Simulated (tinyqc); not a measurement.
MOS capacitor on an n-type substrate, surface potential from the exact charge relation: one step of the calculation.

Uniform n-type substrate, Boltzmann statistics, full ionisation, classical densities. psi is the surface potential against the body (positive when the bands bend down) and u = -psi/Vt. Traps are spread evenly over the gap and neutral at flat band, so their charge is -q Dit psi; the minority quasi-Fermi level is shifted by Vb.

Problem. Flat band, threshold and scales. ni = sqrt(Nc Nv) exp(-Eg/(2 Vt)), Eg in volts; phiF = Vt ln(N/ni); Cox = eps0 eox/tox; Vfb = phiM - chi - Vt ln(Nc/N) - q Nf/Cox; Q0 = sqrt(2 eps0 eps_r q N Vt); r = (ni/N)^2 exp(-Vb/Vt); VT = Vfb - [(2 phiF + Vb)(1 + q Dit/Cox) + sqrt(2 eps0 eps_r q N (2 phiF + Vb))/Cox].

Parameters, values chosen for the exercise; band and dielectric values close to those of gallium nitride: temperature T = 325 K; band gap Eg = 3.34 eV; relative permittivity eps_r = 9.42; conduction-band density of states at T Nc = 2.56e18 cm^-3; valence-band density of states at T Nv = 5.16e19 cm^-3; electron affinity chi = 4.06 eV; donor density of the substrate N = 2.4e15 cm^-3; relative permittivity of the gate insulator (close to silicon dioxide) eox = 3.9; insulator thickness tox = 24 nm; gate work function phiM = 4.17 eV; fixed charge at the interface, in units of q Nf = 0 cm^-2; density of interface traps Dit = 0 cm^-2 eV^-1; reverse bias of the inversion layer against the body Vb = 0 V.

Constants: q = 1.602176634e-19 C, kB = 1.380649e-23 J/K, Vt = kB T/q, eps0 = 8.8541878128e-14 F/cm where lengths are in cm. Results are converted to the units shown.

Give: ni; phiF; Cox; Vfb; Q0; r; VT.

Solution.

ni = 1.458e-7 cm^-3
phiF = 1.433 V
Cox = 0.1439 uF/cm^2
Vfb = -0.08527 V
Q0 = 4.238 nC/cm^2
r = 3.690e-45
VT = -3.249 V

Numbers from tinyqc (`OMP_NUM_THREADS=1 python tinyqc.py 2060103 2060104 out.jsonl`; about 0.01 s on one thread of a shared Intel Xeon 2.30GHz).
